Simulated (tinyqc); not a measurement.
Sensitivity of the reflectance: thin-film optics by transfer matrices.

Indices N = n + i k. Snell: N0 sin(theta) = N_j sin(theta_j), with Im(N_j cos theta_j) >= 0. Admittance y_j = N_j cos theta_j for s and N_j/cos theta_j for p. Phase delta_j = 2 pi N_j cos theta_j d_j/lambda. Layer matrix [[cos delta, -i sin delta/y], [-i y sin delta, cos delta]], multiplied from the top down to M. (B, C) = M (1, y_sub); r = (y0 B - C)/(y0 B + C), R = |r|^2, T = 4 Re y0 Re y_sub/|y0 B + C|^2, absorbed in the films 1 - R - T.

Values chosen for the exercise (indices near those of polySi, SiO2 on Si; not measured data):
- lam = 633 nm (vacuum wavelength)
- n0 = 1 (ambient index)
- n = (3.888, 1.465, 3.874) (n of polySi, SiO2, substrate)
- k = (0.04, 0, 0.021) (k in the same order)
- d = (114, 10.4) nm (thicknesses, top first)
- theta = 65 degrees (angle of incidence)

R for both polarisations.

One parameter was then changed.

Results before and after:

| case | R_s | R_p | T_s |
|---|---|---|---|
| base | 0.5923 | 0.0457 | 0.3671 |
| changed | 0.6280 | 0.0598 | 0.3334 |

Which of these changes was made? (a) n = (3.966, 1.465, 3.874); (b) theta = 70 degrees; (c) d = (119, 10.4) nm; (d) lam = 638 nm; (e) k = (0.04, 0, 0.033).

Answer: (c) d = (119, 10.4) nm. Of the candidates, run in turn, only this one gives the changed row.

All candidates:

| case | R_s | R_p | T_s |
|---|---|---|---|
| base | 0.5923 | 0.0457 | 0.3671 |
| d = (119, 10.4) nm | 0.6280 | 0.0598 | 0.3334 |
| n = (3.966, 1.465, 3.874) | 0.6215 | 0.0598 | 0.3408 |
| k = (0.04, 0, 0.033) | 0.5922 | 0.0455 | 0.3672 |
| lam = 638 nm | 0.5863 | 0.0435 | 0.3730 |
| theta = 70 degrees | 0.6527 | 0.0141 | 0.3127 |

Computed by tinyqc, a small Python program: `OMP_NUM_THREADS=1 python tinyqc.py 1650013 1650014 out.jsonl` (the numbers bound the seed that draws the inputs); one thread of a shared host (Intel(R) Xeon(R) Processor @ 2.30GHz), about 0.01 s for the whole set of steps.
